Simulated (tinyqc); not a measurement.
## Voltage drop against the pad pitch

A grid of 25 by 25 nodes with segments Rx (rows) and Ry (columns); every node draws I1 and the central node kh I1; pads with resistance Rp sit at the nodes whose row and column are multiples of the pitch, counting from 0. The drops u = Vdd - V follow from G u = i, with G the conductance matrix and i the load currents, solved directly.

Values chosen for this exercise:
```
symbol  value  unit                                   meaning
Vdd      0.75     V                            supply voltage
Rx       0.34   ohm        resistance of a horizontal segment
Ry        0.3   ohm          resistance of a vertical segment
Rp       0.16   ohm  resistance from a pad node to the supply
kh          1              factor on the load at the hot node
I1        0.1    mA  load current of a node in the large grid
```

Result of one run:
columns A: pitch (nodes); B: pads; C: worst drop (mV); D: mean drop (mV); E: largest drop at a pad (mV); F: largest pad current (mA); G: worst drop over Vdd (%)
```
A    B        C        D        E       F         G
1  625  0.01600  0.01600  0.01600  0.1000  0.002133
```

What becomes of these results when the pad pitch is changed from 1 to 24 nodes, all else the same?

Result of the changed run:
columns A: pitch (nodes); B: pads; C: worst drop (mV); D: mean drop (mV); E: largest drop at a pad (mV); F: largest pad current (mA); G: worst drop over Vdd (%)
```
A   B      C      D      E      F      G
24  4  10.73  9.625  2.500  15.62  1.431
```

The whole series:
columns A: pitch (nodes); B: pads; C: worst drop (mV); D: mean drop (mV); E: largest drop at a pad (mV); F: largest pad current (mA); G: worst drop over Vdd (%)
```
A     B        C        D        E       F         G
1   625  0.01600  0.01600  0.01600  0.1000  0.002133
2   169  0.09595  0.07880  0.06397  0.3998   0.01279
3    81   0.2221   0.1864   0.1429  0.8933   0.02962
4    49   0.4127   0.3378   0.2488   1.555   0.05503
6    25   0.9158   0.7622   0.5211   3.257    0.1221
8    16    1.598    1.331   0.8267   5.167    0.2130
12    9    3.167    2.838    1.643   10.27    0.4222
24    4    10.73    9.625    2.500   15.62     1.431
```

The worst drop goes from 0.0160 to 10.7 mV while the number of pads falls from 625 to 4; between the last two rows it goes as pitch^(1.76). The largest drop at a pad is 100 % of the worst drop in the first row and 23.3 % in the last; the rest falls along the wires.

Computed by the program tinyqc: `OMP_NUM_THREADS=1 python tinyqc.py 2770127 2770128 out.jsonl`, one thread of a shared Intel Xeon 2.30GHz, about 0.2 s for the whole run.
